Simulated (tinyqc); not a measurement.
# Short-channel transistor, virtual-source model with series resistance: what changes with what

The current per gate width is the charge at the top of the source barrier (the virtual source) times its velocity times a saturation function; al and be are fitting constants of the model. Units: I in uA/um, Rs in ohm um, so I Rs = 1e-6 I Rs in volts; Q in uC/cm^2, so I = 1e-4 Q vx0 Fsat with vx0 in cm/s.

Values chosen for this exercise: temperature T = 300 K; inversion capacitance Cinv = 3.57 uF/cm^2; velocity at the virtual source vx0 = 1.17e7 cm/s; apparent mobility mu = 930 cm^2/(V s); channel length L = 90 nm; threshold at zero drain voltage VT0 = 0.41 V; drain-induced barrier lowering dl = 0.076 V/V; subthreshold factor n0 = 1.36; growth of n with drain voltage nd = 0 1/V; threshold shift (in units of Vt) from weak to strong inversion al = 3.5; sharpness of saturation be = 2; series resistance of each contact Rs = 50 ohm um.

Constants: q = 1.602176634e-19 C, kB = 1.380649e-23 J/K, Vt = kB T/q. Results are converted to the units shown.

Each table varies one quantity; the others keep the values above.

## Transfer curves at low and high drain voltage

Intrinsic voltages Vg' = Vgs - I Rs, Vd' = Vds - 2 I Rs. n = n0 + nd Vd', VT = VT0 - dl Vd', Ff = 1/(1 + exp((Vg' - VT + al Vt/2)/(al Vt))), Q = Cinv n Vt ln(1 + exp((Vg' - VT + al Vt Ff)/(n Vt))), Vdsat = (vx0 L/mu)(1 - Ff) + Vt Ff, Fsat = u/(1 + u^be)^(1/be) with u = Vd'/Vdsat, and I = Q vx0 Fsat per width. I is solved self-consistently. Columns for Vds = 0.05 V and 0.9 V; gm = dI/dVgs at 0.9 V.

Transfer curves at low and high drain voltage:
```
Vgs (V)  I, low Vds (uA/um)  I, high Vds (uA/um)  gm (uS/um)
0                   0.01547               0.1056       2.897
0.11                 0.3081                1.963       49.74
0.23                  5.762                30.22       586.7
0.34                  40.68                164.5        1895
0.45                  114.7                428.3        2777
0.56                  186.1                755.5        3118
0.68                  246.1                 1139        3252
0.79                  286.8                 1500        3294
0.9                   317.3                 1863        3304
```

At Vds = 0.9 V the current spans 4.2 decades, from 0.106 to 1860 uA/um. Between the first two rows the swing is 86.7 mV a decade, against n Vt ln 10 = 81.0. At Vgs = 0 the higher drain voltage raises the current by a factor of 6.83, at Vgs = 0.9 V by 5.87. The transconductance rises from 2.90 to 3300 uS/um; Cinv vx0, its value in strong inversion and saturation without series resistance, is 4180 uS/um.

## Effect of the velocity at the virtual source on the on and off currents

Same model as above.

Ion is I at Vgs = Vds = 0.9 V, Ioff at Vgs = 0, Vds = 0.9 V, and Rlin = Vds/I at Vgs = 0.9 V, Vds = 0.05 V.

Effect of the velocity at the virtual source on the on and off currents:
```
vx0 (cm/s)  Ion (uA/um)  Ioff (nA/um)  log10(Ion/Ioff)  Rlin (ohm um)
5e6               902.7         45.15            4.301          161.1
7.1e6              1231         64.11            4.283          158.9
1e7                1643         90.29            4.260          157.9
1.4e7              2137         126.4            4.228          157.3
2e7                2739         180.5            4.181          157.1
2.8e7              3324         252.7            4.119          156.9
4e7                3864         360.9            4.030          156.9
```

Read the table: what changes, and by how much?

As vx0 goes from 5e6 to 4e7 cm/s, Ion rises from 903 to 3860 uA/um, Ioff rises from 45.2 to 361 nA/um and Rlin falls from 161 to 157 ohm um. Ion changes by a factor of 4.28 and Ioff by 7.99.

Computed by the program tinyqc: `OMP_NUM_THREADS=1 python tinyqc.py 2380009 2380010 out.jsonl`, one thread of a shared Intel Xeon 2.30GHz, about 0.01 s for the whole run.
